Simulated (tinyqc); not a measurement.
# Polycrystalline film, grain-boundary barriers (Seto model): two studies

One-dimensional grains of size Lg with donors N; each boundary has Qt acceptor-like traps per area at one level Et below the band edge. Trapped electrons qt deplete a width w = qt/N (both sides together) and raise a barrier Vb = q N w^2/(8 eps0 eps_r). Current crosses the barriers by thermionic emission at small bias. Abrupt depletion, full ionisation, Boltzmann statistics.

Parameters, values chosen for the exercise; values close to those of polycrystalline silicon: temperature T = 273 K; relative permittivity of the semiconductor eps_r = 11.7; grain size Lg = 80 nm; trap density at a boundary Qt = 2.7e12 cm^-2; donor density N = 2.1e18 cm^-3; mobility inside a grain mg = 170 cm^2/(V s); collection velocity at the barrier vc = 7.7e6 cm/s; conduction-band density of states at T Nc = 2.43e19 cm^-3; trap level below the band edge Et = 0.57 eV.

Constants: q = 1.602176634e-19 C, kB = 1.380649e-23 J/K, Vt = kB T/q, eps0 = 8.8541878128e-14 F/cm where lengths are in cm. Results are converted to the units shown.

Each table varies one quantity; the others keep the values above.

## Effect of the trap density at a boundary

Partly depleted grains: the density at the grain centre is n0 = N and qt = Qt/(1 + 2 (Nc/N) exp((Vb - Et)/Vt)). If that gives qt >= N Lg, the grains are fully depleted: qt = N Lg, w = Lg and n0 = 2 Nc exp((Vb - Et)/Vt)/(Qt/(N Lg) - 1). Resistivity: barriers rb = Vt exp(Vb/Vt)/(q n0 vc Lg), grain interior rg = (1 - w/Lg)/(q mg N); effective mobility 1/(q N (rb + rg)).

The same in every row: n0 (cm^-3) = 2.100e18.

Effect of the trap density at a boundary:

| Qt (cm^-2) | w/Lg | Vb (V) | resistivity (ohm cm) |
|---|---|---|---|
| 4.5e11 | 0.02679 | 0.001864 | 0.01824 |
| 6.6e11 | 0.03929 | 0.004010 | 0.01814 |
| 9.8e11 | 0.05833 | 0.008841 | 0.01812 |
| 1.4e12 | 0.08333 | 0.01804 | 0.01847 |
| 2.1e12 | 0.1250 | 0.04060 | 0.02167 |
| 3.1e12 | 0.1845 | 0.08847 | 0.06303 |
| 4.6e12 | 0.2738 | 0.1948 | 4.491 |
| 6.8e12 | 0.3958 | 0.4070 | 3.705e4 |

What does the comparison show?

As Qt goes from 4.5e11 to 6.8e12 cm^-2, the barrier rises from 0.00186 to 0.407 V and the resistivity goes from 0.0182 through a minimum of 0.0181 (at Qt = 9.8e11 cm^-2 among the rows listed) to 37000 ohm cm. The grains are fully depleted in 0 of the 8 rows. For Qt = 4.5e11 to 2.1e12 cm^-2 the barrier is under 2 Vt, where the depletion and emission pictures are rough.

## Effect of the grain size

Same model as above.

The same in every row: Vb (V) = 0.067111; n0 (cm^-3) = 2.1000e18.

Effect of the grain size:

| Lg (nm) | w/Lg | resistivity (ohm cm) |
|---|---|---|
| 16 | 0.80357 | 0.10182 |
| 26 | 0.49451 | 0.069380 |
| 42 | 0.30612 | 0.049610 |
| 69 | 0.18634 | 0.037039 |
| 110 | 0.11688 | 0.029750 |
| 180 | 0.071429 | 0.024979 |
| 300 | 0.042857 | 0.021981 |
| 480 | 0.026786 | 0.020294 |

Read the table: what changes, and by how much?

As Lg goes from 16 to 480 nm, the barrier stays at 0.0671 V and the resistivity falls from 0.102 to 0.0203 ohm cm. The grains are fully depleted in 0 of the 8 rows.

Program tinyqc, `OMP_NUM_THREADS=1 python tinyqc.py 2610116 2610117 out.jsonl`; Intel Xeon 2.30GHz, shared host, one thread, about 0.01 s.
